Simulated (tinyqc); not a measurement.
# Floating body of a partially depleted SOI transistor: body voltage and kink: effects of single changes

Source at 0 V. Channel current Ic = 2 nf K Vt^2 [F(0) - F(Vd)](1 + la Vd), F(V) = ln^2(1 + exp((Vg - VT - nf V)/(2 nf Vt))), VT = VT0 - gb Vb. Saturation voltage Vs = 2 Vt sqrt(F(0)) + 3 Vt, excess Ve = (Vd - Vs + sqrt((Vd - Vs)^2 + 0.0004 V^2))/2, multiplication M1 = Ai Ve exp(-Bl/Ve). Each junction passes D(v) = J1 (exp(v/Vt) - 1) + J2 (exp(v/(2 Vt)) - 1). Bipolar current Ib = bb J1 (exp(Vb/Vt) - 1). The body settles where M1 (Ic + Ib) = D(Vb) + D(Vb - Vd) + Vb/Rb; drain current Id = (1 + M1)(Ic + Ib) - D(Vb - Vd).

Parameters, values chosen for the exercise; values of the order met in partially depleted silicon-on-insulator transistors:
- T = 330 K (temperature)
- VT0 = 0.42 V (threshold at zero body voltage)
- gb = 0.22 (fall of the threshold per volt of body voltage)
- nf = 1.18 (slope factor)
- K = 490 uA/(V^2 um) (gain factor per width)
- la = 0.04 1/V (channel-length modulation factor)
- Ai = 3.85 1/V (impact-ionisation prefactor)
- Bl = 4.3 V (impact-ionisation voltage)
- J1 = 2.6e-12 uA/um (diffusion saturation current of each junction)
- J2 = 3e-8 uA/um (recombination saturation current of each junction)
- bb = 0 (gain of the lateral bipolar transistor on the diffusion current)
- Rb = 1e5 kohm um (resistance of a weak body tie to the source (1e9 stands for no tie, and the term is then dropped))
- Vg = 0.77 V (gate voltage)
- Vd = 1.8 V (drain voltage)

Constants: q = 1.602176634e-19 C, kB = 1.380649e-23 J/K, Vt = kB T/q. Results are converted to the units shown.

Each table varies one quantity; the others keep the values above.

## Output curve and kink

Rows with more than one solution for Vb (latch) are left out; dId/dVd by a forward difference over 1e-4 V, swing = 1e-4 V over the change of log10 Id; M1 under 1e-12 is printed as 0.

Results:
```
Vd (V)  Vb (V)        M1  Id, floating (uA/um)  Id, grounded (uA/um)  ratio  dId/dVd, floating (uS/um)  dId/dVd, grounded (uS/um)
1       0.6288  3.613e-4                 51.52                 26.57  1.939                      38.26                      1.794
1.2     0.7201  0.004898                 56.53                 27.15  2.082                      19.95                      4.388
1.4     0.7687   0.02470                 60.55                 28.46  2.128                      21.74                      9.000
1.6     0.8011   0.07364                 65.69                 30.84  2.130                      30.54                      15.01
2       0.8423    0.2965                 83.31                 39.54  2.107                      59.14                      28.64
2.2     0.8564    0.4777                 96.77                 45.95  2.106                      75.55                      35.43
```

Estimate the missing row, Vd = 1.8 V.

Computed row:
```
Vd (V)  Vb (V)      M1  Id, floating (uA/um)  Id, grounded (uA/um)  ratio  dId/dVd, floating (uS/um)  dId/dVd, grounded (uS/um)
1.8     0.8244  0.1623                 73.06                 34.51  2.117                      43.67                      21.73
```

With this row back in the table: Vb rises from 0.629 to 0.856 V and the ratio of the currents goes from 1.94 through a maximum of 2.13 (at Vd = 1.6 V among the rows listed) to 2.11. The output conductance with a floating body exceeds the grounded value by the largest factor among the rows, 21.3, at Vd = 1 V, where Vb = 0.629 V and M1 = 3.61e-4.

## Transfer curve and swing

Same model as above.

Transfer curve and swing:
columns A: Vg (V); B: Vb (V); C: M1; D: Id, floating (uA/um); E: Id, grounded (uA/um); F: ratio; G: swing, floating (mV/decade); H: swing, grounded (mV/decade)
```
A             B       C         D         E      F      G      H
-0.03  8.376e-5  0.5377  2.340e-6  2.338e-6  1.001  78.28  78.32
0.07   0.001602  0.5374  4.576e-5  4.529e-5  1.011  76.72  77.53
0.27     0.7211  0.4913    0.8625   0.01586  54.38  97.46  81.43
0.37     0.7713  0.4235     5.364    0.2290  23.42  168.6  93.99
0.47     0.7977  0.3472     15.56     1.892  8.222  277.8  132.2
0.57     0.8123  0.2766     30.79     7.673  4.013  407.3  209.3
0.67     0.8204  0.2149     50.14     18.74  2.676  544.9  318.4
0.77     0.8244  0.1623     73.06     34.51  2.117  683.8  444.7
```

Vb rises from 8.38e-5 to 0.824 V. The smallest swing among the rows is 76.7 mV a decade with a floating body (at Vg = 0.07 V) and 77.5 with a grounded one; Vt ln 10 = 65.5. In the first row the floating body raises the current by a factor of 1.00.

Range of the model: The multiplication law is an empirical form chosen for the exercise; self-heating and capacitive coupling to the body are left out, and the linear laws are rough once Vb passes about 0.7 V or M1 about 0.1.

tinyqc, about 0.2 s, one thread, Intel Xeon 2.30GHz (shared host): `OMP_NUM_THREADS=1 python tinyqc.py 2182202 2182203 out.jsonl`
